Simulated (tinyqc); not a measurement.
# Fixed charge and work-function difference from two thicknesses

Problem. With a fixed charge q Nf at the interface, Vfb = phi_ms - q Nf tox/(eps0 eox). Find Nf and phi_ms.

Parameters, values chosen for the exercise:
- eox = 3.9 (relative permittivity of the gate insulator (close to silicon dioxide))

Constants: q = 1.602176634e-19 C, eps0 = 8.8541878128e-14 F/cm where lengths are in cm. Results are converted to the units shown.

Vfb at tox = 5.4 and 14 nm (V): -0.51902831  -0.48391448

Answer. Vfb is a straight line in tox: the slope gives Nf and the intercept at zero thickness phi_ms.

Nf = -8.800e10 cm^-2
phi_ms = -0.5411 V

Program tinyqc, `OMP_NUM_THREADS=1 python tinyqc.py 2060088 2060089 out.jsonl`; Intel Xeon 2.30GHz, shared host, one thread, about 0.01 s.
